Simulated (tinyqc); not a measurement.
Charge neutrality of a doped semiconductor with incomplete ionisation: one step, computed by the program tinyqc.

Energies are counted from the top of the valence band; E_D is measured down from the conduction band and E_A up from the valence band.

Question. The closed form for the extrinsic range. With Boltzmann statistics, no holes and every acceptor ionised, n (n + N_A) = n1 (N_D - N_A - n) with n1 = (N_c/g_D) exp(-E_D/k_B T). Take the positive root.

Inputs (values chosen for the exercise, modelled on silicon):
```
quantity,value,unit
donor density N_D,4e+15,cm^-3
acceptor density N_A,0,cm^-3
donor depth E_D,0.046,eV
donor degeneracy g_D,2,-
temperature T,77,K
```

Doping: n-type. Statistics of the bands: Fermi-Dirac.

N_c = 3.644214e+18 cm^-3

k_B T = 0.006635347 eV

Give: n1; n from the quadratic.

Answer.

n1 = 1.777e+15 cm^-3

n from the quadratic = 1.922e+15 cm^-3
